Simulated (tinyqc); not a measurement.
# MOSFET in the linear regime without short-channel effects, parameter extraction from computed curves: what changes with what

Inversion charge Q = Cox n Vt W0(exp((Vg - VT)/(n Vt))), W0 the Lambert function and n = nf; u = Q/Cox; mobility mu = mu0/(1 + th1 u + th2 u^2); channel resistance Rch = (L - dL)/(W mu Q); Id = Vd/(Rch + Rsd/W). Cox = eps0 eox/tox. Small Vd, no channel-length or drain effects.

Parameters, values chosen for the exercise; channel values of the order met in silicon transistors:
```
symbol,value,unit,meaning
T,300,K,temperature
eox,21.9,,relative permittivity of the gate insulator (close to hafnium oxide)
tox,7.8,nm,insulator thickness
mu0,140,cm^2/(V s),low-field mobility
th1,0.33,1/V,first mobility attenuation factor
th2,0,1/V^2,second mobility attenuation factor
VT,0.61,V,threshold voltage
nf,1.25,,body factor
W,1,um,gate width
L,1.7,um,drawn gate length
dL,0.009,um,drawn less effective length
Rsd,330,ohm um,source plus drain resistance
Vd,0.05,V,drain voltage
```

Constants: q = 1.602176634e-19 C, kB = 1.380649e-23 J/K, Vt = kB T/q, eps0 = 8.8541878128e-14 F/cm where lengths are in cm. Results are converted to the units shown.

Each table varies one quantity; the others keep the values above.

## Extraction methods against the source plus drain resistance

From the continuous curve Id(Vg): tangent at peak gm (V_ext = Vg - Id/gm); constant current Id = 0.1 uA W/L; peak of d2Id/dVg2; Y = Id/sqrt(gm) drawn through Vg = VT + 0.6 and VT + 0.8 V, with intercept VT_Y and slope s. Mobilities gm,max L/(W Cox Vd) and s^2 L/(W Cox Vd) with the drawn L. Last column: share of Rsd/W in the total resistance at VT + 0.8 V.

Results:
```
Rsd (ohm um),V_ext (V),constant current (V),second derivative (V),VT_Y (V),mobility from gm (cm^2/(V s)),mobility from Y (cm^2/(V s)),series share (%)
0,0.621,0.560,0.602,0.655,107,127,0
100,0.620,0.560,0.602,0.655,106,127,1.16
200,0.619,0.560,0.602,0.655,105,127,2.29
400,0.618,0.560,0.601,0.655,103,127,4.48
800,0.614,0.560,0.601,0.655,101,127,8.57
1500,0.610,0.560,0.600,0.655,96.4,127,14.9
```

Estimate the missing row, Rsd = 50 ohm um.

Computed row:
```
Rsd (ohm um),V_ext (V),constant current (V),second derivative (V),VT_Y (V),mobility from gm (cm^2/(V s)),mobility from Y (cm^2/(V s)),series share (%)
50,0.621,0.560,0.602,0.655,106,127,0.582
```

With this row back in the table: The model has VT = 0.61 V and mu0 = 140 cm^2/(V s). Over the table the extracted thresholds move by 12 mV (tangent), under 0.5 mV (constant current), 2.0 mV (second derivative), under 0.5 mV (Y function). The mobility from gm falls from 107 to 96.4 and that from Y stays near 127 cm^2/(V s). Y cancels the series resistance, which multiplies Id and sqrt(gm) by the same factor.

## Extraction methods against the second mobility attenuation factor

Same model as above.

Extraction methods against the second mobility attenuation factor:
```
th2 (1/V^2),V_ext (V),constant current (V),second derivative (V),VT_Y (V),mobility from gm (cm^2/(V s)),mobility from Y (cm^2/(V s)),series share (%)
0,0.618,0.560,0.601,0.655,104,127,3.72
0.06,0.617,0.560,0.601,0.670,103,136,3.64
0.12,0.616,0.560,0.601,0.684,103,146,3.56
0.18,0.615,0.560,0.601,0.698,102,157,3.48
0.24,0.615,0.560,0.601,0.713,102,169,3.41
0.3,0.614,0.560,0.601,0.727,101,182,3.34
0.36,0.613,0.560,0.601,0.742,101,197,3.27
```

What does the table show?

The model has VT = 0.61 V and mu0 = 140 cm^2/(V s). Over the table the extracted thresholds move by 4.7 mV (tangent), under 0.5 mV (constant current), under 0.5 mV (second derivative), 87 mV (Y function). The mobility from gm falls from 104 to 101 and that from Y rises from 127 to 197 cm^2/(V s).

Numbers from tinyqc (`OMP_NUM_THREADS=1 python tinyqc.py 2210138 2210139 out.jsonl`; about 0.01 s on one thread of a shared Intel Xeon 2.30GHz).
